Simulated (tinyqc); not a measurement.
Comparisons within one model: polar nitride quantum well with polarisation fields. A value that a table varies takes the place of the one given here.

Growth along [0001]. e_par = (a_sub - a)/a, Ppz = 2 e_par (e31 - e33 C13/C33), P = Psp + Ppz in each layer; strain relaxation and the strain shift of the gaps are left out, although thick layers with more than about 1 % mismatch would relax.

In a periodic stack without free charge the potential drop over a period vanishes: F_w = (P_b - P_w) Lb/(eps0 (eps_w Lb + eps_b Lw)), F_b = -F_w Lw/Lb, eps0 = 8.8541878e-12 F/m; 1 MV/cm = 1e8 V/m = 0.01 V/angstrom.

Envelope functions on cells of 0.25 angstrom over barrier, well, barrier (widths Lb, Lw, Lb), psi = 0 beyond, psi'/m continuous (mean mass between points), c = hbar^2/2m0. With u(z) the integral of e F (F_w in the well, F_b = -F_w Lw/Lb in the barriers, 1 MV/cm = 0.01 V/angstrom), zero at the centre of the well, the electron sees u plus Vc in the barriers and the hole -u plus Vv. The transition is Eg + E_e + E_h; excitons are left out.

Constants: hbar^2/2m0 = 3.80998211 eV angstrom^2; hc = 1239.841984 eV nm.

Parameters, chosen for this exercise (near those of a GaN well in AlN; not measured data): a_w = 3.189 angstrom (lattice constant a, well); a_b = 3.112 angstrom (lattice constant a, barrier); a_sub = 3.189 angstrom (in-plane lattice constant of the stack); Psp_w = -0.0338 C/m^2 (spontaneous polarisation); Psp_b = -0.0888 C/m^2 (spontaneous polarisation); e31_w = -0.325 C/m^2; e31_b = -0.507 C/m^2; e33_w = 0.668 C/m^2; e33_b = 1.478 C/m^2; C_w = 0.272 (C13/C33); C_b = 0.283 (C13/C33); eps_w = 10.2 (dielectric constant); eps_b = 10.3 (dielectric constant); Lb = 75 angstrom (barrier width); Eg = 3.44 eV (gap of the well); Vc = 1.85 eV (conduction offset); Vv = 0.87 eV (valence offset); me = 0.2 m0 (electron, well); meb = 0.32 m0 (electron, barrier); mh = 1.61 m0 (hole, everywhere); Ls = (10, 15, 20, 25, 30, 40, 50) angstrom (well widths); Lw = 21 angstrom (well width).

## Width of the well

Field, levels and overlap anew for each width.

Results:
```
Lw (angstrom)  F_w (MV/cm)  E (eV)  E without field (eV)  overlap^2  ln overlap^2
10                  -9.836  3.9543                4.1432      0.590         -0.53
15                  -9.285  3.4428                3.8616      0.238         -1.43
20                  -8.792  3.0288                3.7209     0.0610         -2.80
25                  -8.349  2.6629                3.6406     0.0108         -4.53
30                  -7.949  2.3319                3.5905    0.00142         -6.56
40                  -7.253  1.7541                3.5337   1.31e-05        -11.25
50                  -6.670  1.2665                3.5039   6.55e-08        -16.54
```

The red shift grows from 189 to 2237 meV. The line drops below Eg between 15 and 20 angstrom, which a square well can never do. Over the last two rows dE/dLw = -48.8 meV per angstrom, against -|e F_w| = -66.7 in the last row; the field itself weakens by 32 % over the table, since a wider well shares the drop with the barrier. The overlap falls by a factor 9.01e+06.

## Screening the field

F_w = -8.7000 MV/cm

Carriers or a semipolar orientation reduce the field; here it is simply scaled in well and barrier.

Results:
```
share of the field  F_w (MV/cm)  E (eV)     nm  overlap^2  separation (angstrom)
1.0                      -8.700  2.9525  419.9      0.044                   13.0
0.8                      -6.960  3.1648  391.8      0.086                   11.9
0.6                      -5.220  3.3569  369.3       0.17                   10.5
0.4                      -3.480  3.5218  352.0       0.33                    8.6
0.2                      -1.740  3.6470  340.0       0.65                    5.7
0.0                       0.000  3.7014  335.0       0.98                    0.0
```

Full screening shifts the line by -85.0 nm (+749 meV). The first fifth of the screening gives 212 meV and the last fifth 54 meV; a purely quadratic shift would give a ratio of 9, a linear one 1, and here it is 3.9.

## What each parameter does

Polarisation, field, levels and overlap anew. Each row changes one parameter from the base and keeps the others.

Results:
```
case                    F_w (MV/cm)  E (eV)  overlap^2  red shift (meV)
base                         -8.700  2.9525      0.044              749
Lw = 26 angstrom             -8.266  2.5941     0.0073             1035
Lb = 100 angstrom            -9.207  2.8856      0.036              816
a_sub = 3.199 angstrom       -8.939  2.9220      0.041              779
Psp_b = -0.0977 C/m^2        -9.468  2.8535      0.033              848
e33_w = 0.735 C/m^2          -8.700  2.9525      0.044              749
eps_w = 11.2                 -8.082  3.0298      0.056              672
mh = 1.13 m0                 -8.700  2.9980      0.058              717
Vc = 1.573 eV                -8.700  2.9248      0.040              767
```

The largest shifts from the base row, up to three for each result and ties (the steps differ in size, so this ranks the rows, not the parameters). F_w (MV/cm): Psp_b -0.768, eps_w +0.618, Lb -0.507; unchanged at the printed digits by e33_w, mh and Vc. E (eV): Lw -0.3583, Psp_b -0.0990, eps_w +0.0774; unchanged at the printed digits by e33_w. overlap^2: Lw -0.0370, mh +0.0141, eps_w +0.0116; unchanged at the printed digits by e33_w. red shift (meV): Lw +286, Psp_b +99, eps_w -77; unchanged at the printed digits by e33_w.

tinyqc: `OMP_NUM_THREADS=1 python tinyqc.py 1251055 1251056 out.jsonl`; about 0.04 s, one thread, shared Intel(R) Xeon(R) Processor @ 2.30GHz.
